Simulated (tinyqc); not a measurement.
## Hole mobility in a silicon inversion layer, empirical terms and Matthiessen rule: effect of the temperature

Inversion layer of sheet density Ns on a uniformly doped body. The mobility terms are empirical power laws with prefactors chosen for the exercise; adding their inverses (Matthiessen) is itself an approximation.

Nc and Nv are given at 300 K and scale as (T/300 K)^1.5; Eg is fixed. ni = sqrt(Nc Nv) exp(-Eg/(2 Vt)), Eg in volts; Ndep = sqrt(2 eps0 eps_r Nb (2 Vt ln(Nb/ni) + Vsb)/q); E = q (Ndep + eta Ns)/(eps0 eps_r), in MV/cm. With t = T/(300 K): muC = Ac (Ns/1e12 cm^-2) t/(Nb/1e17 cm^-3 + Nit/1e11 cm^-2), muP = Ap E^(-1/3) t^(-1.75), muS = As E^(-gs); 1/mu is the sum of the inverses.

Inputs (values chosen for the exercise); material values close to those of silicon: band gap Eg = 1.13 eV; relative permittivity of the semiconductor eps_r = 11.9; conduction-band density of states at the reference temperature Nc = 2.8e19 cm^-3; valence-band density of states at the reference temperature Nv = 2.67e19 cm^-3; body doping Nb = 8.2e17 cm^-3; reverse body bias Vsb = 1 V; weight of the inversion charge in the effective field eta = 0.3333; phonon-limited mobility at 1 MV/cm and 300 K Ap = 119 cm^2/(V s); roughness-limited mobility at 1 MV/cm As = 447 cm^2/(V s); exponent of the roughness term gs = 1; Coulomb prefactor Ac = 2100 cm^2/(V s); charge at the interface Nit = 1.6e11 cm^-2; inversion density Ns = 4.1e12 cm^-2.

Constants: q = 1.602176634e-19 C, kB = 1.380649e-23 J/K, Vt = kB T/q, eps0 = 8.8541878128e-14 F/cm where lengths are in cm. Results are converted to the units shown.

Effect of the temperature:
```
T (K),E (MV/cm),muC (cm^2/(V s)),muP (cm^2/(V s)),muS (cm^2/(V s)),mu (cm^2/(V s))
120,0.9290,351.4,606.2,481.1,152.1
160,0.9244,468.6,367.0,483.5,144.4
200,0.9193,585.7,248.8,486.2,128.5
250,0.9124,732.1,168.8,489.9,107.2
300,0.9049,878.6,123.0,494.0,88.57
350,0.8970,1025,94.22,498.4,73.55
400,0.8886,1171,74.82,503.1,61.70
450,0.8798,1318,61.08,508.1,52.36
```

As T goes from 120 to 450 K, E falls from 0.929 to 0.880 MV/cm and mu falls from 152 to 52.4 cm^2/(V s). The smallest term is the Coulomb one in the first row and the phonon one in the last. For T = 120 to 160 K dopant freeze-out and degenerate screening, left out here, matter.

Numbers from tinyqc (`OMP_NUM_THREADS=1 python tinyqc.py 2510104 2510105 out.jsonl`; about 0.01 s on one thread of a shared Intel Xeon 2.30GHz).
